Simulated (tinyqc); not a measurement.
# Worked calculation: strained alloy layer of GaSb and GaAs on (001) InP, model-solid band line-up

Computed by the program tinyqc: `OMP_NUM_THREADS=1 python tinyqc.py 2690070 2690071 out.jsonl`, one thread of a shared Intel Xeon 2.30GHz, about 0.01 s for the whole run. Printed values are rounded.

The layer is x parts of the first compound and 1 - x of the second, grown coherently on the third as substrate and barrier. Rows of the table: lattice constant a, average valence level Ea on an absolute scale, spin-orbit splitting so, gaps at Gamma, X and L, hydrostatic deformation potentials av and ac (Gamma), shear potential b, elastic constants, electron and heavy-hole (along z) masses. All are interpolated linearly in x; gaps get -C x (1 - x), taken wholly in the conduction band; real line-ups can differ from this model by 0.1 eV or more.

Inputs (values chosen for the exercise):
- x = 0.42 (fraction of the first compound in the layer)
- CG = 1.43 eV (bowing of the Gamma gap)
- CX = 1.2 eV (bowing of the X gap)
- CL = 1.2 eV (bowing of the L gap)
- Lw = 6.3 nm (layer thickness)

Constants: q = 1.602176634e-19 C, hbar = 1.054571817e-34 J s, h = 6.62607015e-34 J s, m0 = 9.1093837015e-31 kg, c = 299792458 m/s, hbar^2/(2 m0) = 0.0380998212 eV nm^2. Results are converted to the units shown.

## Relaxed alloy and strain

Binary compounds, values chosen for the exercise:
```
              close to GaSb  close to GaAs  close to InP
a (angstrom)          6.096          5.653         5.869
Ea (eV)               -6.25          -6.92         -7.04
so (eV)               0.769          0.339         0.109
EG (eV)               0.736           1.43          1.32
EX (eV)                1.03           1.93          2.19
EL (eV)                0.82           1.71          1.92
av (eV)               0.791           1.15          1.27
ac (eV)               -6.92          -7.16         -5.03
b (eV)                -1.98          -1.69          -1.7
c11 (GPa)              89.3            117           102
c12 (GPa)              40.2           53.9          55.5
me (m0)              0.0392         0.0674        0.0808
mh (m0)               0.247          0.352         0.528
```

In-plane strain e = (a_substrate - a)/a, e_z = -2 (c12/c11) e, volume change 2 e + e_z.

a = 5.839060 angstrom
Gamma gap = 0.7901720 eV
X gap = 1.259680 eV
L gap = 1.043880 eV
e = 0.5127538 %
e_z = -0.4685960 %
volume change = 0.5569115 %

The relaxed alloy has its lowest gap at Gamma (direct). The layer is under tensile in-plane strain.

## Band edges and offsets

In-plane strain e = (a_substrate - a)/a, e_z = -2 (c12/c11) e, volume change 2 e + e_z. With v = 2 e + e_z and d = 2 b (e_z - e): Eav = Ea + av v; E_hh = Eav + so/3 - d/2; E_lh = Eav - so/6 + d/4 + sqrt(so^2 + so d + 9 d^2/4)/2; E_c = Ea + so/3 + EG + ac v (Gamma). Substrate: E_v = Ea + so/3, E_c = E_v + EG. Well depths: dEc = E_c(substrate) - E_c, dEhh = E_hh - E_v(substrate), dElh likewise; strained Gamma gap E_c - max(E_hh, E_lh); positive values confine carriers in the layer.

d = 0.03556019 eV
E_hh = -6.477615 eV
E_lh = -6.440881 eV
E_c = -5.714541 eV
strained Gamma gap = 0.7263396 eV
dEc = 0.03087483 eV
dEhh = 0.5260513 eV
dElh = 0.5627855 eV

The light-hole band lies on top, by 36.7 meV. At Gamma the line-up is type I, both carriers held in the layer.

## Critical thickness

In-plane strain e = (a_substrate - a)/a. Matthews-Blakeslee for 60-degree dislocations in a single layer: hc = k (ln(hc/bv) + 1), k = bv (1 - nu/4)/(4 pi |e| (1 + nu)), nu = c12/(c11 + c12), bv = a/sqrt(2); the larger root.

nu = 0.3136302
bv = 0.4128839 nm
hc = 22.46103 nm

The layer, Lw = 6.3 nm, is thinner than hc, so it stays coherent by this criterion.

## Electron to heavy-hole transition of the well

Lowest level of a finite well of width Lw and depth V: kw Lw/2 = arctan(sqrt((mw/mb)(V - E)/E)), kw = sqrt(mw E/C), C = hbar^2/(2 m0), for electrons (dEc) and heavy holes (dEhh), mb from the substrate; transition E_c - E_hh + both levels, without exciton binding; wavelength h c/E.

electron mass in the layer = 0.05555600 m0
heavy-hole mass in the layer = 0.3079 m0
electron level = 20.24106 meV
heavy-hole level = 21.33006 meV
transition energy = 0.8046450 eV
wavelength = 1540.856 nm

The light-hole band lies above the heavy-hole one here, so this need not be the lowest transition.
